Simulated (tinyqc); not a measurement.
# Punch-through p+-n junction, ionisation integral and breakdown: effects of single changes

A p+ layer at x < 0 and an n drift layer from x = 0 to L on an n+ substrate. Depletion approximation, built-in voltage neglected. Local ionisation coefficients alpha_n = an exp(-(bn/E)^mx), alpha_p = ap exp(-(bp/E)^mx). Electrons move towards +x, holes towards x = 0.

Inputs (values chosen for the exercise); material values close to those of indium phosphide: relative permittivity eps_r = 12.6; prefactor of the electron ionisation coefficient an = 1.15e7 1/cm; field constant for electrons bn = 2.91e6 V/cm; prefactor of the hole ionisation coefficient ap = 4.99e6 1/cm; field constant for holes bp = 2.39e6 V/cm; exponent mx = 1; electron mobility of the drift layer mu = 5140 cm^2/(V s); donor density of the drift layer N = 2.6e15 cm^-3; thickness of the drift layer L = 2.8 um.

Constants: q = 1.602176634e-19 C, eps0 = 8.8541878128e-14 F/cm where lengths are in cm. Results are converted to the units shown.

Each table varies one quantity; the others keep the values above.

## Multiplication against voltage

W = sqrt(2 eps0 eps_r V/(q N)), peak field E0 = q N W/(eps0 eps_r), falling linearly to 0 at W; if W > L the layer is punched through: W = L, E0 = V/L + q N L/(2 eps0 eps_r), falling linearly to E1 = V/L - q N L/(2 eps0 eps_r). G(x) = integral from 0 to x of (alpha_n - alpha_p); I_n = integral of alpha_n exp(-G) (electrons injected at x = 0), I_p = integral of alpha_p exp(G(end) - G) (holes injected at the far edge); M = 1/(1 - I). Integrals on a fine grid; BV is where I_n = 1. Here BV = 95.0016 V; the Miller exponent is n = ln(1 - 1/M)/ln(V/BV).

Results:
```
V (V)	E0 (kV/cm)	I_n	I_p	M_n	M_p	Miller n, electrons	Miller n, holes
38	188	6.31e-5	5.18e-4	1.00	1.00	10.6	8.26
47.5	222	9.22e-4	0.00493	1.00	1.00	10.1	7.66
57	256	0.00690	0.0265	1.01	1.03	9.74	7.11
76	324	0.123	0.263	1.14	1.36	9.38	5.98
81.7	344	0.244	0.427	1.32	1.75	9.35	5.64
87.4	364	0.459	0.642	1.85	2.80	9.33	5.31
91.2	378	0.683	0.812	3.15	5.32	9.34	5.10
93.6	387	0.870	0.929	7.71	14.1	9.34	4.97
```

Estimate the missing row, V = 66.5 V.

Computed row:
```
V (V)	E0 (kV/cm)	I_n	I_p	M_n	M_p	Miller n, electrons	Miller n, holes
66.5	290	0.0336	0.0968	1.03	1.11	9.51	6.55
```

With this row back in the table: M_n rises from 1.000 to 7.71 and M_p from 1.001 to 14.1; both diverge at BV. The Miller exponent for electrons falls from 10.6 to 9.34 and that for holes falls from 8.26 to 4.97. The larger multiplication belongs to holes, whose coefficient at the peak field of the last row is 1.67 times the other.

## Effect of the drift doping

Same model as above.

Specific on-resistance Ron = L/(q mu N) with constant mobility and full ionisation.

Result of one run:
```
N (cm^-3)	BV (V)	E0 at BV (kV/cm)	W at BV (um)	Ron (mohm cm^2)	BV^2/Ron (MW/cm^2)	eps0 eps_r mu E0^3/4 (MW/cm^2)
2.1e16	43.3	511	1.69	0.0162	116	191
```

What becomes of these results when the donor density of the drift layer N is changed from 2.1e16 to 1.1e16 cm^-3, all else the same?

Result of the changed run:
```
N (cm^-3)	BV (V)	E0 at BV (kV/cm)	W at BV (um)	Ron (mohm cm^2)	BV^2/Ron (MW/cm^2)	eps0 eps_r mu E0^3/4 (MW/cm^2)
1.1e16	68.8	467	2.80	0.0309	153	146
```

The whole series:
```
N (cm^-3)	BV (V)	E0 at BV (kV/cm)	W at BV (um)	Ron (mohm cm^2)	BV^2/Ron (MW/cm^2)	eps0 eps_r mu E0^3/4 (MW/cm^2)
2.2e14	96.7	350	2.80	1.55	6.05	61.3
4.2e14	96.7	354	2.80	0.810	11.5	63.4
8e14	96.6	361	2.80	0.425	21.9	67.5
1.5e15	96.2	374	2.80	0.227	40.8	74.9
2.9e15	94.5	396	2.80	0.117	76.2	89.0
5.6e15	88.2	428	2.80	0.0607	128	112
1.1e16	68.8	467	2.80	0.0309	153	146
2.1e16	43.3	511	1.69	0.0162	116	191
```

BV falls from 96.7 to 43.3 V while the critical field rises from 350 to 511 kV/cm. BV goes as N^(0.00) between the first two rows and N^(-0.72) between the last two (a coefficient proportional to E^7 gives -0.75 without punch-through). BV^2/Ron goes from 6.05 through a maximum of 153 (at N = 1.1e16 among the rows listed) to 116 MW/cm^2; the layer is punched through at breakdown in 7 of the 8 rows.

## Effect of the drift thickness

Same model as above.

The value eps0 eps_r mu E0^3/4 holds for a triangular field; a layer that punches through can exceed it.

Effect of the drift thickness:
```
L (um)	BV (V)	E0 at BV (kV/cm)	W at BV (um)	Ron (mohm cm^2)	BV^2/Ron (MW/cm^2)	eps0 eps_r mu E0^3/4 (MW/cm^2)
1.6	59.4	401	1.60	0.0747	47.3	92.7
2.1	74.8	395	2.10	0.0981	57.0	88.6
2.8	95.0	392	2.80	0.131	69.0	86.1
3.8	121	390	3.80	0.177	82.8	85.0
5.1	150	390	5.10	0.238	94.7	84.8
6.9	180	390	6.90	0.322	101	84.8
9.2	200	390	9.20	0.430	93.5	84.8
12	203	390	10.4	0.560	73.7	84.8
17	203	390	10.4	0.794	52.1	84.8
```

Read the table: what changes, and by how much?

BV rises from 59.4 to 203 V and saturates once L exceeds the free depleted width of 10.4 um, while Ron keeps rising as L. BV^2/Ron goes from 47.3 through a maximum of 101 (at L = 6.9 um among the rows listed) to 52.1 MW/cm^2. The best row has L = 0.66 of that width: the last part of the triangle adds little voltage but its full share of resistance.

Computed by the program tinyqc: `OMP_NUM_THREADS=1 python tinyqc.py 2120013 2120014 out.jsonl`, one thread of a shared Intel Xeon 2.30GHz, about 0.07 s for the whole run.
